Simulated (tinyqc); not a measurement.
Gupta-type many-body potential for a metal: one step, computed by the program tinyqc. Command: `OMP_NUM_THREADS=1 python tinyqc.py 3013764 3013765 out.jsonl gupta walk`. One thread of a shared host (Intel(R) Xeon(R) Processor @ 2.30GHz), about 0.01 s of CPU time with the checks.

E_i = sum_j A exp(-p (r_ij/r0 - 1)) - xi rho_i^gamma, with rho_i = sum_j exp(-2 q (r_ij/r0 - 1)); gamma = 1/2 is the tight-binding second-moment form. The crystal is fcc unless stated; d is the neighbour distance and a fixed number of shells is kept.

Problem. The (100) surface. fcc shells: d sqrt(k), k = 1..5, with 12, 6, 24, 12, 24 atoms; Omega = d^3/sqrt2. Cut the crystal without relaxation; an atom in layer l keeps the neighbours that lie below the surface plane. Excess = E_i + E_c. Surface energy = sum of excesses over the layers, divided by the area per surface atom: (sqrt3/2) d^2 for (111), d^2 for (100), sqrt2 d^2 for (110).

Inputs (values chosen for the exercise, modelled on lead):
```
quantity                   value      unit
repulsion A               0.0993        eV
hopping xi                 0.896        eV
decay p                     9.51         -
decay q                      3.6         -
reference distance r0      3.501  angstrom
shells kept                    2         -
embedding exponent gamma     0.5         -
```

Surface: (100).

neighbour distance d = 3.503994 angstrom

cohesive energy E_c = 1.939738 eV

Constants: 1 eV/angstrom^2 = 16.02176634 J/m^2.

Give: Layers; excess per surface atom; surface energy.

Solution.

Layers:
```
layer  nearest neighbours  repulsion (eV)    rho  excess (eV)
1                       8           0.798   8.20       0.1712
2                      12           1.192  12.18       0.0045
```

excess per surface atom = 0.1757 eV

surface energy = 0.2293 J/m^2
